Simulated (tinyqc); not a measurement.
Changing the HF added: speciation in dilute and buffered hydrofluoric acid, oxide etch rate and bath loading. Computed by tinyqc, a small Python program. Command: `OMP_NUM_THREADS=1 python tinyqc.py 3120410 3120411 out.jsonl hfetch sweep`. One thread of a shared host (Intel(R) Xeon(R) Processor @ 2.30GHz), about 0.01 s of CPU time with the checks.

Concentrations stand for activities, NH4+ and Cl- are spectators, and water ionisation is neglected. H, F and HF2 denote the ions H+, F- and HF2-. The base temperature is 298 K.

Inputs (values chosen for the exercise, of the order of those for thermal oxide at room temperature):

| quantity | value | unit |
|---|---|---|
| NH4F added | 0.092 | mol/L |
| HCl added | 0 | mol/L |
| K1 = [H][F]/[HF] | 0.000727 | mol/L |
| K2 = [HF2]/([HF][F]) | 3.5 | L/mol |
| K3 = [H2F2]/[HF]^2 | 2.95 | L/mol |
| rate constant of neutral HF k_a | 11 | nm L/(min mol) |
| rate constant of HF2 k_b | 69 | nm L/(min mol) |
| activation energy | 0.35 | eV |
| temperature error | 0.37 | K |
| oxide removed per wafer | 89 | nm |

Constants: k_B = 8.617333262e-05 eV/K.

Method:
- Fluoride balance: [HF] + [F] + 2 [HF2] + 2 [H2F2] = HF added + NH4F added. Acid balance: [H] + [HF] + [HF2] + 2 [H2F2] = HF added + HCl added. For a trial [H], [HF] = [H][F]/K1, and the fluoride balance is a quadratic in [F].
- The root is refined to 1e-13 in pH = -log10 [H].
- Rate = k_a ([HF] + 2 [H2F2]) + k_b [HF2], an empirical two-term form.
- Time = oxide/rate; a temperature error changes the rate by exp((E_a/k_B)(1/298 - 1/(298 + error))) - 1.

One run for each value:

| HF added (mol/L) | etch rate (nm/min) | pH | share of HF2 in the rate (%) | [HF2] (mol/L) |
|---|---|---|---|---|
| 0.005 | 1.2309e-01 | 4.5275 | 66.123 | 0.001180 |
| 0.012 | 2.8979e-01 | 4.1478 | 65.098 | 0.002734 |
| 0.028 | 6.4990e-01 | 3.7812 | 62.919 | 0.005926 |
| 0.067 | 1.4386e+00 | 3.4058 | 58.377 | 0.012171 |
| 0.16 | 3.0362e+00 | 3.0360 | 50.400 | 0.022177 |
| 0.37 | 6.0639e+00 | 2.6873 | 39.561 | 0.034767 |
| 0.89 | 1.2615e+01 | 2.3325 | 27.123 | 0.049588 |
| 2.1 | 2.6775e+01 | 1.9988 | 16.818 | 0.065262 |
| 5 | 5.9641e+01 | 1.6803 | 9.715 | 0.083973 |

Over the rows, etch rate (nm/min) rises from 0.123 to 59.6 (exponent d ln y / d ln x 0.98 between the first rows and 0.92 between the last); pH falls from 4.53 to 1.68; share of HF2 in the rate (%) falls from 66.1 to 9.72 (exponent d ln y / d ln x -0.018 between the first rows and -0.63 between the last). At the low end the exponent of etch rate is 0.98, close to 1: the rate follows the acid added.
